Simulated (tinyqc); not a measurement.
Exchange-split free-electron bands and tunnelling magnetoresistance: one step. Magnetoresistance. Two cases, with inputs chosen for the exercise.

Problem. From the T, and from the Julliere formula with P_k and with P_eff.

Barrier: kappa = sqrt(mb phi/c), c = hbar^2/2m0. With a = k1/m, b = k2/m, w = kappa/mb, the transmission at normal incidence is T(k1, k2) = 4 a b w^2/[w^2 (a + b)^2 + (w^2 + a^2)(w^2 + b^2) sinh^2(kappa d)]. Parallel: G_P = T(up, up) + T(dn, dn); antiparallel: G_AP = 2 T(up, dn); TMR = (G_P - G_AP)/G_AP. Julliere: TMR = 2 P^2/(1 - P^2). Slonczewski factor: P_eff = P_k (w^2 - a_up a_dn)/(w^2 + a_up a_dn), P_k = (k_up - k_dn)/(k_up + k_dn).

Give: TMR from T; P_k; P_eff; Julliere with P_k; Julliere with P_eff.

Case 1.

Values chosen: m = 1.32 m0 (mass in the electrodes); mb = 0.45 m0 (mass in the barrier).

T: up-up 0.0835577, dn-dn 0.0979423, up-dn 0.0903426

k_up, k_dn (1/angstrom): 1.252088  0.955467

kappa = 0.266208 1/angstrom

Solution.

TMR from T = 0.45 %
P_k = 0.1344
P_eff = -0.0436
Julliere with P_k = 3.68 %
Julliere with P_eff = 0.38 %

The interface factor is -0.325: it reverses the sign of the tunnelling polarisation. The plain Julliere value lies 3.2 points above the result and the one with P_eff 0.07 points from it. Symmetry filtering in crystalline barriers, which gives far larger values, is outside this model.

Case 2.

Values chosen: m = 0.9 m0 (mass in the electrodes); mb = 0.47 m0 (mass in the barrier).

T: up-up 0.000446595, dn-dn 0.000504277, up-dn 0.000474470

k_up, k_dn (1/angstrom): 1.392192  0.422312

kappa = 0.378283 1/angstrom

Solution.

TMR from T = 0.20 %
P_k = 0.5345
P_eff = -0.0304
Julliere with P_k = 80.00 %
Julliere with P_eff = 0.18 %

The interface factor is -0.057: it reverses the sign of the tunnelling polarisation. The plain Julliere value lies 79.8 points above the result and the one with P_eff 0.02 points from it. Symmetry filtering in crystalline barriers, which gives far larger values, is outside this model.

Computed by tinyqc, one run a case: `OMP_NUM_THREADS=1 python tinyqc.py N N+1 out.jsonl` with N = 1651162, 1651320; one thread of a shared Intel(R) Xeon(R) Processor @ 2.30GHz, about 0.01 s a run at most.
